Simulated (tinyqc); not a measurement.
Six-band hole subbands of a thin body in a field, step by step. Values are carried at full precision from step to step, so a last printed digit may differ when a step is redone from the rounded ones.

Constants: hbar^2/2m0 = 3.80998211 eV angstrom^2.

Parameters, chosen for this exercise (near those of a p-type Ge channel; the results hold for these values, not for the real material): S = (9.85, -2.67, 14.98) 1/TPa (compliances s11, s12, s44); sx = -1 GPa (stress along the channel [1-10], negative in compression); b = -2.59 eV (tetragonal potential); d = -5.28 eV (trigonal potential); g1 = 13.34 (Luttinger gamma1); g2 = 4.23 (gamma2); g3 = 5.67 (gamma3); face = 001 (surface); Dso = 0.292 eV (spin-orbit splitting); t = 80 angstrom (body thickness); F = 0.2 MV/cm (field across the body); kmax = 0.06 1/angstrom (end of the path).

## Strain and its block

exx = eyy = (s11 + s12) sx/2, ezz = s12 sx, exy = -s44 sx/4 (1 GPa/TPa = 1e-3). With e0 the traceless part, B_XX = 2b e0xx - b (e0yy + e0zz) and B_XY = sqrt(3) d exy.

strain, lower triangle:
```
           x          y         z
x  -0.003590
y   0.003745  -0.003590
z          0          0  0.002670
```

B (eV), lower triangle:
```
          X        Y         Z
X   0.01621
Y  -0.03425  0.01621
Z         0        0  -0.03243
```

## Confinement masses without spin-orbit coupling

C(n n^T)/c has C_XX = (g1 + 4 g2) nx^2 + (g1 - 2 g2)(ny^2 + nz^2) and C_XY = 6 g3 nx ny, n the unit normal; its eigenvalues are the inverse masses along n.

C(n n^T)/c, lower triangle:
```
        X       Y        Z
X  4.8800
Y       0  4.8800
Z       0       0  30.2600
```

masses (m0): 0.2049  0.2049  0.0330

## The matrix for one sine at q = 0

Basis X, Y, Z times spin, hole energies counted downwards from the unstrained edge (the hydrostatic shift is left out), c = hbar^2/2m0. For a symmetric tensor T let C(T) have C_XX = L Txx + M (Tyy + Tzz), C_XY = N Txy (cyclic), L = c (g1 + 4 g2), M = c (g1 - 2 g2), N = 6 c g3. k = q + kz n, n the unit normal, q = k1 u + k2 v with u along the channel [1-10] and v = n x u. H = C(k k^T) + (Dso/3)(1 - L.sigma) - B + e F z with (L_k)_ij = -i epsilon_kij; B is the block C built from the traceless strain with 2b, -b and sqrt(3) d in place of L, M, N. Strain: exx = eyy = (s11 + s12) sx/2, ezz = s12 sx, exy = -s44 sx/4. Hard walls at z = 0 and t; basis sin(j pi z/t), j = 1 to Nz: kz^2 = (j pi/t)^2, kz = -i D with D_jl = 4 j l/(t (j^2 - l^2)), z_jj = t/2 and z_jl = -8 t j l/(pi (j^2 - l^2))^2 for j + l odd; 1 MV/cm = 0.01 eV/angstrom.

Nz = 1, in meV.

H (meV), lower triangle (Hermitian):
```
              X+       Y+      Z+            X-      Y-      Z-
X+        189.79
Y+  34.25-97.33i   189.79
Z+             0        0  387.55
X-             0        0   97.33        189.79
Y-             0        0  97.33i  34.25+97.33i  189.79
Z-        -97.33  -97.33i       0             0       0  387.55
```

## Its levels

Diagonalise; the levels come in pairs. Give each pair and its weights on X, Y, Z, summed over spin and averaged over the pair.

levels (meV): 84.11  198.17  484.85

weights:
```
   pair 1  pair 2  pair 3
X   0.494   0.338   0.167
Y   0.494   0.338   0.167
Z   0.011   0.323   0.665
```

## More sines

The four lowest pairs at q = 0.

Hole energies (meV):
```
Nz  pair 1  pair 2  pair 3  pair 4
1    84.11  198.17  484.85       -
2    75.53  180.00  193.76  350.87
4    75.17  173.77  193.53  317.33
8    75.16  173.75  193.53  317.27
16   75.16  173.75  193.53  317.27
```

One sine is 8.95 meV off in the top subband, since the field mixes the sines. The second pair lies 98.6 meV deeper.

## Dispersion of the top subband

Nz = 14; the two lowest levels (spin-split where the field breaks inversion), in meV from their value at q = 0.

Energies (meV):
```
|q| (1/angstrom)    u a    u b    v a    v b  [100] a  [100] b
0.015             14.36  17.14   3.79   6.98     9.05    12.62
0.030             44.98  52.03  10.69  18.18    30.24    41.16
0.045             54.59  68.30  16.07  24.78    49.14    64.04
0.060             63.38  72.96  22.49  29.90    68.79    78.44
```

From the mean of each pair in the first row, c q^2/E gives 0.05 m0 along u, 0.16 m0 along v and 0.08 m0 along [100]. The largest distance between a and b in the table is 14.89 meV. These masses hold for the first row only: the band bends further out.

## Checks

- Top level at q = 0 on (001) without field and stress against c (g1 - 2 g2)(pi/t)^2, eV: both 0.02867.
- Hermiticity, and E(q) against E(-q): they agree to 1e-10 or better.

Run: tinyqc, `OMP_NUM_THREADS=1 python tinyqc.py 1281234 1281235 out.jsonl`; Intel(R) Xeon(R) Processor @ 2.30GHz, one thread, shared host; about 0.5 s of CPU time with all checks.
